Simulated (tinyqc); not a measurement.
What each parameter does: thresholds of impact ionisation and Auger recombination from band masses.

Parabolic bands, no phonon. At threshold the three slow carriers share one velocity. With M their total mass and m4 the mass of the fast carrier, the fast carrier has the kinetic energy E_T = G M/(M - m4) and the slow ones together E_a = G m4/(M - m4), the activation energy of the Auger rate. CCCH (fast electron): G = Eg, M = 2 me + mh, m4 = me. CHHS (hole into the split-off band): G = Eg - Dso, M = 2 mh + me, m4 = ms; this form holds for Eg > Dso (below, the process needs about Dso - Eg and is marked by a dash). CHHL (hole into the light band): G = Eg, M = 2 mh + me, m4 = ml. CHHH (fast heavy hole): G = Eg, M = 2 mh + me, m4 = mh.

Non-parabolic fast electron: E (1 + alpha E) = c k^2/me with alpha = (1 - me)^2/Eg; the slow carriers stay parabolic, so E_T = Eg + me E_T (1 + alpha E_T)/M, M = 2 me + mh (the root between Eg and 1.9 Eg).

Constants: kB = 8.617333262e-05 eV/K.

Parameters, chosen for this exercise (near those of InSb, gap at low temperature and not tied to T; not measured data): Eg = 0.232 eV (gap at Gamma to the s-like level); Dso = 0.819 eV (spin-orbit splitting); me = 0.0132 m0 (electron mass at Gamma); mh = 0.4 m0 (heavy-hole mass); ms = 0.106 m0 (split-off mass); ml = 0.0152 m0 (light-hole mass); T = 250 K (temperature).

Activation energies.

One parameter was then changed.

Results before and after:
```
case     CCCH (meV)  CCCH non-parabolic (meV)  CHHL (meV)
base           7.41                     15.63        4.42
changed        8.12                     17.21        4.41
```

Which of these changes was made? (a) mh = 0.36 m0; (b) me = 0.0145 m0; (c) ml = 0.0137 m0; (d) Eg = 0.2552 eV; (e) ms = 0.1166 m0; (f) Dso = 0.9009 eV.

Answer: (b) me = 0.0145 m0. Of the candidates, run in turn, only this one gives the changed row.

All candidates:
```
case             CCCH (meV)  CCCH non-parabolic (meV)  CHHL (meV)
base                   7.41                     15.63        4.42
Eg = 0.2552 eV         8.15                     17.20        4.86
Dso = 0.9009 eV        7.41                     15.63        4.42
me = 0.0145 m0         8.12                     17.21        4.41
mh = 0.36 m0           8.21                     17.44        4.91
ms = 0.1166 m0         7.41                     15.63        4.42
ml = 0.0137 m0         7.41                     15.63        3.98
```

Program tinyqc; command `OMP_NUM_THREADS=1 python tinyqc.py 1880721 1880722 out.jsonl`; about 0.01 s on one thread of a shared Intel(R) Xeon(R) Processor @ 2.30GHz.
